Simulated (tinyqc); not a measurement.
# Worked calculation: frequency dispersion of an accumulation capacitance by border traps, distributed model

Program tinyqc, `OMP_NUM_THREADS=1 python tinyqc.py 2202125 2202126 out.jsonl`; Intel Xeon 2.30GHz, shared host, one thread, about 0.6 s. Printed values are rounded.

Traps spread evenly through the insulator exchange electrons with the semiconductor by tunnelling, with tau(x) = t0 exp(2 ka x) at depth x from the interface. The admittance per area Y seen at depth x obeys dY/dx = -Y^2/(i w eps0 eox) + q Nb ln(1 + i w tau)/tau, with Y(0) = i w Cs and w = 2 pi f; the gate sees Y(tox) = G + i w C. Working variable y = Y/(i w), in uF/cm^2. Cox = eps0 eox/tox.

Parameters, values chosen for the exercise; permittivity close to that of zirconium oxide:
```
symbol,value,unit,meaning
eox,22.1,,relative permittivity of the insulator
tox,12,nm,insulator thickness
Cs,2.7,uF/cm^2,semiconductor capacitance in accumulation
Nb,3.7e18,cm^-3 eV^-1,density of border traps
ka,3.8,1/nm,decay constant of the wave function in the insulator
t0,1e-10,s,time constant of a trap at the interface
f,1e6,Hz,frequency
xe,1.6,nm,depth down to which the steps are taken
```

Constants: q = 1.602176634e-19 C, eps0 = 8.8541878128e-14 F/cm where lengths are in cm. Results are converted to the units shown.

## Scales and lumped estimate

Cox; trap-free value 1/(1/Cox + 1/Cs); response depth d = ln(1/(w t0))/(2 ka), where w tau = 1; lumped estimate: all traps within d act as C_bt = q Nb d placed at d/2, so C = 1/{1/[1/(1/Cs + d/(2 eps0 eox)) + C_bt] + (tox - d/2)/(eps0 eox)}.

Cox = 1.630646 uF/cm^2
trap-free C = 1.016648 uF/cm^2
d = 0.9700610 nm
C_bt = 0.05750573 uF/cm^2
lumped C = 1.025805 uF/cm^2

The traps within reach amount to 0.0213 Cs and lie in the first 8.08 % of the insulator.

## Midpoint steps through the active depth

In terms of y: dy/dx = -y^2/(eps0 eox) + s(x), s = q Nb ln(1 + z)/z, z = i w tau. 11 midpoint steps of h = xe/11: y_half = y + (h/2) y'(x, y), y(new) = y + h y'(x + h/2, y_half).

```
point     x (nm)        s (uF/(cm^2 nm))         y (uF/cm^2)
0              0  0.05928053-0.00001862i  2.700000+0.000000i
1      0.1454545  0.05928046-0.00005625i  2.655344-0.000005i
2      0.2909091  0.05927989-0.00016992i  2.612416-0.000019i
3      0.4363636  0.05927461-0.00051319i  2.571122-0.000060i
4      0.5818182  0.05922656-0.00154825i  2.531373-0.000186i
5      0.7272727  0.05879453-0.00462553i  2.493072-0.000566i
6      0.8727273  0.05530992-0.01274386i  2.455981-0.001674i
7       1.018182  0.03965522-0.02311720i  2.419011-0.004302i
8       1.163636  0.01831175-0.02037861i  2.380289-0.007507i
9       1.309091  0.00673772-0.01162610i  2.340509-0.009512i
10      1.454545  0.00230627-0.00549459i  2.301054-0.010341i
11           1.6  0.00077183-0.00236498i  2.262556-0.010512i
```

## Capacitance and conductance at the gate

y at xe = 2.262556-0.010512i uF/cm^2

Beyond xe the traps are ignored, so 1/y(tox) = 1/y(xe) + (tox - xe)/(eps0 eox); C = Re y, G/w = -Im y, loss tangent G/(w C).

y at the gate = 1.027264-0.002167i uF/cm^2
C = 1.027264 uF/cm^2
G/w = 0.002166837 uF/cm^2
loss tangent = 0.002109328

A fine integration over the whole insulator gives C = 1.0273 and G/w = 0.002245 uF/cm^2; the coarse G/w is 3.5 % below that. The fine C is 1.0 % above the trap-free value, and the lumped estimate is 0.14 % below the fine result.
